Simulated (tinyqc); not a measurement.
Worked calculation: Wannier exciton and Elliott formula. Values are carried at full precision from step to step, so a last printed digit may differ when a step is redone from the rounded ones.

Constants: Ry = 13.60569312 eV; a0 (Bohr radius) = 0.5291772105 angstrom; hbar^2/2m0 = 3.80998211 eV angstrom^2; kB = 8.617333262e-05 eV/K; e/hbar = 1.519267448e-05 1/(T angstrom^2); muB = 5.788381798e-05 eV/T.

Parameters, chosen for this exercise (near those of InGaAs; the results hold for these values, not for the real material):
```
symbol  value   unit         meaning
me      0.043   m0           electron mass
mh      0.102   m0           hole mass
eps     13.4                 dielectric constant
Eg      0.793   eV           gap
N       0.0046  x 1e16/cm^3  density of pairs
T       77      K            temperature
B       0.6     T            magnetic field
```

## Exciton units

1/mu = 1/me + 1/mh, Ry* = Ry mu/eps^2, a* = a0 eps/mu.

mu = 0.03025 m0
Ry* = 2.292 meV
a* = 234.43 angstrom

## Hydrogen-like series

Binding Ry*/n^2 in three dimensions and Ry*/(n - 1/2)^2 in two; strengths relative to n = 1 go as 1/n^3 and (1/2)^3/(n - 1/2)^3. Lines at Eg less the binding.

Series:
```
n  3D binding (meV)  3D line (eV)  3D strength  2D binding (meV)  2D line (eV)  2D strength
1              2.29        0.7907       1.0000              9.17        0.7838       1.0000
2              0.57        0.7924       0.1250              1.02        0.7920       0.0370
3              0.25        0.7927       0.0370              0.37        0.7926       0.0080
4              0.14        0.7929       0.0156              0.19        0.7928       0.0029
```

## Free pairs and excitons

Saha balance n^2/n_x = K = (mu kB T/(4 pi c))^(3/2) exp(-Ry*/kB T) with n + n_x = N, 1s excitons only, equal spin counts for excitons and free pairs; free share f = 2/(1 + sqrt(1 + 4N/K)); c = hbar^2/2m0, Ry* = Ry mu/eps^2, 1/mu = 1/me + 1/mh, 1/angstrom^3 = 1e24/cm^3.

Give K and f.

K = 0.6076 x 1e16/cm^3
free share = 0.9925

N a*^3 = 0.00059, below the Mott range of about 0.01 to 0.02.

## Diamagnetic shift

For the 1s state dE = (e B)^2 <x^2 + y^2>/(8 mu m0) = c ((e/hbar) B)^2 a*^2/(2 mu), c = hbar^2/2m0; it holds while gamma = muB B/(mu Ry*) is small.

dE = 0.2876 meV
gamma = 0.501

gamma is not small, so the true shift falls below this value and turns linear in B.

## Checks

- 1s binding from the radial equation by finite differences against Ry*, meV: both 2.29.

(tinyqc, `OMP_NUM_THREADS=1 python tinyqc.py 1280725 1280726 out.jsonl`, Intel(R) Xeon(R) Processor @ 2.30GHz, 1 thread, shared host, about 0.01 s.)
